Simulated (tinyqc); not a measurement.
Floating body of a partially depleted SOI transistor: body voltage and kink: one step of the calculation.

Source at 0 V. Channel current Ic = 2 nf K Vt^2 [F(0) - F(Vd)](1 + la Vd), F(V) = ln^2(1 + exp((Vg - VT - nf V)/(2 nf Vt))), VT = VT0 - gb Vb. Saturation voltage Vs = 2 Vt sqrt(F(0)) + 3 Vt, excess Ve = (Vd - Vs + sqrt((Vd - Vs)^2 + 0.0004 V^2))/2, multiplication M1 = Ai Ve exp(-Bl/Ve). Each junction passes D(v) = J1 (exp(v/Vt) - 1) + J2 (exp(v/(2 Vt)) - 1). Bipolar current Ib = bb J1 (exp(Vb/Vt) - 1). The body settles where M1 (Ic + Ib) = D(Vb) + D(Vb - Vd) + Vb/Rb; drain current Id = (1 + M1)(Ic + Ib) - D(Vb - Vd).

Problem. Drain current with floating and with grounded body. Id and VT at the converged Vb, Id at Vb = 0, their ratio, and the bipolar share Ib/(Ic + Ib).

Values chosen for this exercise; values of the order met in partially depleted silicon-on-insulator transistors:

| symbol | value | unit | meaning |
|---|---|---|---|
| T | 330 | K | temperature |
| VT0 | 0.41 | V | threshold at zero body voltage |
| gb | 0.23 |  | fall of the threshold per volt of body voltage |
| nf | 1.41 |  | slope factor |
| K | 150 | uA/(V^2 um) | gain factor per width |
| la | 0.08 | 1/V | channel-length modulation factor |
| Ai | 3.35 | 1/V | impact-ionisation prefactor |
| Bl | 7.6 | V | impact-ionisation voltage |
| J1 | 8.8e-11 | uA/um | diffusion saturation current of each junction |
| J2 | 1.7e-8 | uA/um | recombination saturation current of each junction |
| bb | 1 |  | gain of the lateral bipolar transistor on the diffusion current |
| Rb | 4000 | kohm um | resistance of a weak body tie to the source (1e9 stands for no tie, and the term is then dropped) |
| Vg | 0.51 | V | gate voltage |
| Vd | 2.2 | V | drain voltage |

Constants: q = 1.602176634e-19 C, kB = 1.380649e-23 J/K, Vt = kB T/q. Results are converted to the units shown.

converged Vb = 0.63164899 V

Give: VT; Id, floating; Id, grounded; ratio; bipolar share.

Solution.

VT = 0.2647 V
Id, floating = 4.816 uA/um
Id, grounded = 1.050 uA/um
ratio = 4.587
bipolar share = 9.140 %

The body rises to 0.632 V and lowers the threshold by 145 mV.

Range of the model: The multiplication law is an empirical form chosen for the exercise; self-heating and capacitive coupling to the body are left out, and the linear laws are rough once Vb passes about 0.7 V or M1 about 0.1.

Computed by the program tinyqc: `OMP_NUM_THREADS=1 python tinyqc.py 2182121 2182122 out.jsonl`, one thread of a shared Intel Xeon 2.30GHz, about 0.2 s for the whole run.
